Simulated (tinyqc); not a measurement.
# Grain-boundary trapping model (Seto) of a polycrystalline semiconductor film, step by step

A worked calculation. Computed by tinyqc, a small Python program that keeps every step. Command: `OMP_NUM_THREADS=1 python tinyqc.py 3006179 3006180 out.jsonl poly walk`. One thread of a shared host (Intel(R) Xeon(R) Processor @ 2.30GHz), about 0.01 s of CPU time with the checks. Intermediate numbers are printed to about 6 digits and carried at full precision; extremes and crossings named in words are read from the listed rows.

Grains of equal size L are joined by thin boundaries with one trap level. Trapped carriers deplete a width W on each side and raise a barrier, crossed by thermionic emission. Dopants are fully ionised, statistics are non-degenerate and mu_g does not depend on T.

Inputs (values chosen for the exercise, modelled on polycrystalline silicon):
```
quantity                                     value        unit
permittivity eps                              11.7           -
effective mass m                              0.43         m_0
effective density of states at 300 K, N_c    2e+19      1/cm^3
grain size L                                    40          nm
trap density Q_t                           1.9e+12      1/cm^2
trap level E_t below the band edge            0.21          eV
doping N                                   3.5e+17      1/cm^3
mobility inside the grains mu_g                120  cm^2/(V s)
temperature T                                  300           K
```

Grain interior: resistance included.

Constants: e = 1.602176634e-19 C; eps_0 = 8.8541878128e-12 F/m; k_B = 8.617333262e-05 eV/K; m_0 = 9.1093837015e-31 kg; k_B = 1.380649e-23 J/K.

## Critical doping

If all traps fill, the grain is just depleted at N* = Q_t/L, with the barrier e Q_t L/(8 eps eps_0).

N* = 4.75e+17 1/cm^3

barrier at N* with all traps filled = 0.146926 V

The traps stay filled only while e V_B is below E_t - k_B T ln(N_c(T)/N*) = 0.113 eV. The barrier above exceeds that or lies within 2 k_B T of it, so band bending brings the traps close to or above E_F before all fill, and the real maximum is lower.

## Barrier

N_c(T) = N_c (T/300 K)^(3/2). Filled traps Q = Q_t/(1 + (1/2) exp((E_t* - E_F)/k_B T)), where E_t* = e V_B - E_t and E_F are counted from the band edge at the grain centre. Partial depletion: Q = 2 N W, V_B = e N W^2/(2 eps eps_0), E_F = k_B T ln(N/N_c); solve for W. If that W would exceed L/2 the grain is fully depleted: W = L/2, Q = N L, and E_F follows from the trap equation. Centre density n_0 = N_c exp(E_F/k_B T).

depletion width W = 19.2494 nm

barrier V_B = 0.100288 V

E_F = -0.104586 eV

centre density n_0 = 3.50e+17 1/cm^3

The grain is partly depleted; 70.9 % of the traps are filled, and they hold 96.2 % of the carriers.

## Resistivity and effective mobility

Boundary: sigma_b = L e^2 n_0 exp(-e V_B/k_B T)/sqrt(2 pi m k_B T); drift through the grain, depleted parts included: rho_g = [(1 - 2W/L) + (2W/L) int_0^1 exp(y^2 s^2) ds]/(e n_0 mu_g); rho = 1/sigma_b + rho_g. Mean carrier density n_av = n_0 [(1 - 2W/L) + (2W/L) (sqrt(pi)/2) erf(y)/y], y = sqrt(e V_B/k_B T); effective mobility 1/(e n_av rho).

boundary resistivity = 1.35952 ohm cm

drift resistivity rho_g = 1.08681 ohm cm

resistivity rho = 2.44633 ohm cm

mean carrier density = 1.63899e+17 1/cm^3

effective mobility = 15.5668 cm^2/(V s)

A single crystal with the same N and mu_g would have 0.149 ohm cm, a factor 16.5 lower.

## Activation energy

E_a = d ln(rho)/d(1/k_B T) from T - 5 K and T + 5 K; temperature coefficient d ln(rho)/dT.

activation energy E_a = 0.173341 eV

temperature coefficient = -2.23567 %/K

E_a is close to the trap depth E_t = 0.21 eV, since carriers must leave the traps.

## Against the doping

The formulas are those given above.

The same film:
```
N (1/cm^3)   W (nm)    V_B (V)  mean density (1/cm^3)  mobility (cm^2/(V s))  rho (ohm cm)
1.40e+16    20.0000  0.0043305            1.00836e+14                98.8349   6.26271e+02
4.80e+16    20.0000  0.0148473            4.95877e+14                91.5421   1.37497e+02
1.20e+17    20.0000  0.0371182            2.83552e+15                69.2465   3.17877e+01
2.40e+17    20.0000  0.0742364            2.75201e+16                32.2329   7.03623e+00
3.80e+17    18.3670  0.0991296            1.88077e+17                15.5832   2.12960e+00
5.70e+17    14.2725  0.0897883            3.55041e+17                18.3970   9.55572e-01
9.50e+17     9.5911  0.0675787            7.38590e+17                32.8219   2.57468e-01
1.90e+18     4.9685  0.0362696            1.74799e+18                66.6832   5.35471e-02
4.80e+18     1.9770  0.0145081            4.72439e+18                90.0822   1.46658e-02
1.90e+19     0.4999  0.0036718            1.89784e+19                98.5419   3.33740e-03
```

The barrier peaks among these rows at N = 3.8e17 (0.099 V) and the mobility has its minimum at 3.8e17; N* is 4.8e17. While the grain is fully depleted (W = L/2) V_B grows as N; once all traps are filled it falls as 1/N (last exponent -1.00). Partly depleted rows (W < L/2) with e V_B below 2 k_B T stretch the depletion approximation. Where N approaches N_c the non-degenerate statistics fail. rho drops most steeply, as N^-2.6, between 2.4e17 and 3.8e17.

Checks made by the program: charge in the traps against the depleted charge (relative difference below 1e-10).
